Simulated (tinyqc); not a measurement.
# Admittance spectroscopy of a deep trap: effects of single changes

Schottky contact on an n-type layer with shallow donors Nd (all ionised) and a donor-like deep trap, neutral when filled and positive when empty; depletion approximation. Traps within lam of the depletion edge stay filled. The traps at xt = W - lam, where the level crosses the Fermi level, follow a slow signal and not a fast one. w = 2 pi f.

Inputs (values chosen for the exercise); material values those of a made-up semiconductor:
- eps_r = 12.7 (relative permittivity)
- Nc = 2.2e19 cm^-3 (conduction-band density of states at 300 K)
- vth = 2.1e7 cm/s (thermal velocity at 300 K)
- Nd = 4.4e15 cm^-3 (shallow donor density)
- Vbi = 0.85 V (built-in voltage)
- Et = 0.44 eV (depth of the trap below the conduction edge)
- sn = 5.6e-16 cm^2 (capture cross-section)
- Nt = 2.5e15 cm^-3 (trap density)
- Vr = 0 V (reverse bias)
- T = 355 K (temperature)

Constants: q = 1.602176634e-19 C, kB = 1.380649e-23 J/K, eps0 = 8.8541878128e-14 F/cm where lengths are in cm. Results are converted to the units shown.

Each table varies one quantity; the others keep the values above.

## Effect of the bias

Emission rate en = sn vth(T) Nc(T) exp(-Et/kB T) = sn g T^2 exp(-Et/kB T), g = vth Nc/(300 K)^2, as vth goes as T^0.5 and Nc as T^1.5 (degeneracy factor 1). lam = sqrt(2 eps0 eps_r (EF - ET)/(q Nd)), EF - ET = Et - (kB T/q) ln(Nc(T)/Nd), Nc(T) = Nc (T/300 K)^1.5. In the steady state at the band bending V, 2 eps0 eps_r V/q = Nd W^2 + Nt (W - lam)^2 (the second term only if W > lam). V = Vbi + Vr. C_HF = eps0 eps_r/W, C_LF = eps0 eps_r (Nd + Nt)/(Nd W + Nt xt). Inflection frequency w0 = 2 en [1 + Nt xt/(Nd W)]; C = C_HF + (C_LF - C_HF)/(1 + (w/w0)^2), G/w = (C_LF - C_HF)(w/w0)/(1 + (w/w0)^2).

Effect of the bias:
```
Vr (V)	W (nm)	xt/W	C_HF (nF/cm^2)	step (nF/cm^2)	step (% of C_HF)
0	485.1	0.5175	23.18	4.910	21.18
0.9	670.8	0.6511	16.76	2.426	14.47
1.7	796.2	0.7060	14.12	1.684	11.92
2.6	915.0	0.7442	12.29	1.255	10.22
3.4	1008	0.7678	11.16	1.025	9.188
4.3	1102	0.7876	10.20	0.8504	8.336
5.1	1179	0.8015	9.536	0.7389	7.749
6	1260	0.8142	8.925	0.6441	7.217
```

xt/W rises from 0.518 to 0.814 since lam stays at 234 nm, and the relative step falls from 21.2 to 7.22 %: the nearer xt lies to W in proportion, the less the traps add.

## Admittance against frequency

Same model as above.

V = Vbi + Vr.

Results:
```
f (Hz)	C (nF/cm^2)	G/w (nF/cm^2)
2900	28.08	0.1681
6200	28.06	0.3579
13000	27.98	0.7371
28000	27.60	1.465
1.3e5	24.64	2.245
2.7e5	23.62	1.401
5.8e5	23.28	0.7013
1.2e6	23.20	0.3444
2.6e6	23.18	0.1596
```

Estimate the missing row, f = 60000 Hz.

Computed row:
```
f (Hz)	C (nF/cm^2)	G/w (nF/cm^2)
60000	26.45	2.317
```

With this row back in the table: C falls from 28.1 to 23.2 nF/cm^2, between C_LF = 28.1 and C_HF = 23.2, and G/w goes from 0.168 through a maximum of 2.32 (at f = 60000 Hz among the rows listed) to 0.160 nF/cm^2. The exact peak is half of the step, 2.46 nF/cm^2, at 84600 Hz.

Numbers from tinyqc (`OMP_NUM_THREADS=1 python tinyqc.py 2050094 2050095 out.jsonl`; about 0.01 s on one thread of a shared Intel Xeon 2.30GHz).
